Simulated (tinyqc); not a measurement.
Square on-chip spiral inductor, lumped pi model: one step of the calculation.

Outer diameter do = di + 2 n wd + 2 (n - 1) sp, mean da = (do + di)/2, fill p = (do - di)/(do + di), length l = 4 n da. L = 2.34 mu0 n^2 da/(1 + 2.75 p), mu0 = 4 pi 1e-7 H/m. Rs = rho l/(wd delta (1 - exp(-th/delta))), delta = sqrt(rho/(pi f mu0)). Cs = n wd^2 eps0 eo/hu across the coil. At each end Cox = l wd eps0 eo/(2 ho) leads to the substrate branch Rsi = 2 rs he/(l wd) in parallel with Csi = l wd eps0 11.7/(2 he). With one end grounded Y = 1/(Rs + i w L) + i w Cs + 1/[1/(i w Cox) + 1/(1/Rsi + i w Csi)], w = 2 pi f; Q = -Im Y/Re Y. Eddy currents in neighbouring turns and in the substrate are left out.

Question. Geometry and model elements. do, l, L, delta, Rs, Cs, Cox, Rsi and Csi as defined.

Inputs (values chosen for the exercise); values of the order met in silicon radio-frequency processes: number of turns n = 6.5; line width wd = 4 um; space between turns sp = 1.5 um; inner diameter di = 100 um; metal thickness th = 0.9 um; metal resistivity rho = 2.2 uohm cm; oxide below the coil ho = 8.1 um; oxide between coil and underpass hu = 1.5 um; relative permittivity of the oxide eo = 4.1; substrate resistivity rs = 1000 ohm cm; effective spreading depth in the substrate he = 50 um; frequency f = 3.5 GHz.

Constants: eps0 = 8.8541878128e-12 F/m. Results are converted to the units shown.

Give: do; l; L; delta; Rs; Cs; Cox; Rsi; Csi.

Answer.

do = 168.50 um
l = 3490.5 um
L = 9.8020 nH
delta = 1.2618 um
Rs = 29.835 ohm
Cs = 2.5170 fF
Cox = 31.287 fF
Rsi = 71623 ohm
Csi = 14.464 fF

tinyqc, about 0.01 s, one thread, Intel Xeon 2.30GHz (shared host): `OMP_NUM_THREADS=1 python tinyqc.py 2302205 2302206 out.jsonl`
